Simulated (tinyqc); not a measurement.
Which input was changed? Model: single-domain magnet: Stoner-Wohlfarth switching, Neel-Arrhenius retention, LLG dynamics and spin torque. Computed by tinyqc, a small Python program. Command: `OMP_NUM_THREADS=1 python tinyqc.py 3026108 3026109 out.jsonl macro which`. One thread of a shared host (Intel(R) Xeon(R) Processor @ 2.30GHz), about 0.06 s of CPU time with the checks.

The moment is uniform, with unit vector m; z is the easy axis. mu_0 = 1.25663706212e-6 T m/A, gamma = 1.76085963023e11 rad/(s T).

Inputs (values chosen for the exercise, for a model magnet):
```
quantity                         value    unit
saturation magnetisation M_s       535    kA/m
diameter d                          13      nm
aspect ratio p                     3.3       -
bulk anisotropy K_u                5.1  kJ/m^3
exchange stiffness A                28    pJ/m
temperature T                      300       K
attempt frequency f0                 2     GHz
waiting time t_w              3.15e+08       s
damping alpha                    0.097       -
spin-torque efficiency eta        0.67       -
drive I/I_c0                       3.8       -
```

Shape: prolate spheroid, easy axis along it.

Constants: k_B = 1.380649e-23 J/K; e = 1.602176634e-19 C; hbar = 1.054571817e-34 J s.

Method:
- N_z = [p ln(p + sqrt(p^2 - 1))/sqrt(p^2 - 1) - 1]/(p^2 - 1); V = pi d^3 p/6; K_eff = K_u + K_shape, K_shape = -(mu_0 M_s^2/4)(3 N_z - 1); mu_0 H_K = 2 K_eff/M_s.
- Delta = K_eff V/(k_B T); tau = exp(Delta)/f0; probability of a flip within t_w: P = 1 - exp(-t_w/tau). Wall width parameter sqrt(A/K_eff); a two-domain state costs 4 sqrt(A K_eff) times the cross-section that the wall cuts (pi d^2/4).
- For axial symmetry and a polariser along z: I_c0 = (4 e alpha/(hbar eta)) K_eff V; relaxation time tau_D = (1 + alpha^2)/(alpha gamma mu_0 H_K); thermal start angle theta_0 = 1/sqrt(2 Delta); switching time about tau_D ln(pi/(2 theta_0))/(I/I_c0 - 1); precession frequency gamma mu_0 H_K/(2 pi (1 + alpha^2)).
- The polar equation dm_z/dt = -(1 - m_z^2)(i - m_z)/tau_D, i = I/I_c0, integrates to t = tau_D [F(cos theta_0) - F(0)], F(z) = -ln(1 - z)/(2 (i - 1)) + ln(1 + z)/(2 (i + 1)) + ln(i - z)/(i^2 - 1), theta_0 = 1/sqrt(2 Delta).

Task: One of these inputs alone was changed, within the range given: saturation magnetisation M_s (267.5 to 1070); diameter d (6.5 to 26); bulk anisotropy K_u (2.55 to 10.2); aspect ratio p (1.65 to 6.6). Which one, and to what value?

Results:
```
run     stability factor Delta  time to m_z = 0 (ns)  barrier of the wall path / k_B T
before                63.20796             0.2378167                          178.1262
after                 40.94227             0.2583848                          164.3797
```

Result:

Each candidate set to reproduce stability factor Delta, and what it then gives:
```
candidate                            range searched  value needed  time to m_z = 0 (ns)  barrier of the wall path / k_B T
saturation magnetisation M_s (kA/m)   267.5 to 1070         421.1               0.26740                            143.36
diameter d (nm)                           6.5 to 26         11.25               0.22004                            133.35
bulk anisotropy K_u (kJ/m^3)           2.55 to 10.2  out of reach                     -                                 -
aspect ratio p                          1.65 to 6.6         2.510               0.25838                            164.38
```

Only aspect ratio p fits every result: it went from 3.3 to 2.51. The next best candidate, saturation magnetisation M_s, misses one result by 13 %.
